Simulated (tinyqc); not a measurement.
Switching kinetics of a ferroelectric film and the memory window of a ferroelectric gate stack: one step, computed by the program tinyqc.

Fields in MV/cm; 1 microcoulomb/cm^2 over eps_0 is 11.29409 MV/cm. In the stack (metal, ferroelectric, interlayer, channel) the channel is taken as a conductor.

Question. The hysteresis loop. Saturated branches: P(E) = P_s tanh[(E -/+ E_c)/(2 delta)], delta = E_c/ln[(1 + P_r/P_s)/(1 - P_r/P_s)]; D = P + eps_0 eps_F E.

Inputs (values chosen for the exercise, for a model hafnia-based film): saturation polarisation P_s = 14 microcoulomb/cm^2; ratio P_r/P_s = 0.7; coercive field E_c = 1.5 MV/cm; permittivity of the ferroelectric eps_F = 42.

Give: delta; P on both branches (microcoulomb/cm^2) at E/E_c = -3, -2, -1, -0.5, 0, 0.5, 1, 1.5, 2, 3; peak differential permittivity eps_F + P_s/(2 delta eps_0).

Answer.

delta = 0.8648 MV/cm

P on both branches (microcoulomb/cm^2) at E/E_c = -3, -2, -1, -0.5, 0, 0.5, 1, 1.5, 2, 3:
```
E (MV/cm)  rising branch  falling branch
-4.50             -13.97          -13.15
-3.00             -13.85           -9.80
-1.50             -13.15            0.00
-0.75             -12.07            5.72
0.00               -9.80            9.80
0.75               -5.72           12.07
1.50                0.00           13.15
2.25                5.72           13.64
3.00                9.80           13.85
4.50               13.15           13.97
```

peak differential permittivity eps_F + P_s/(2 delta eps_0) = 133.4
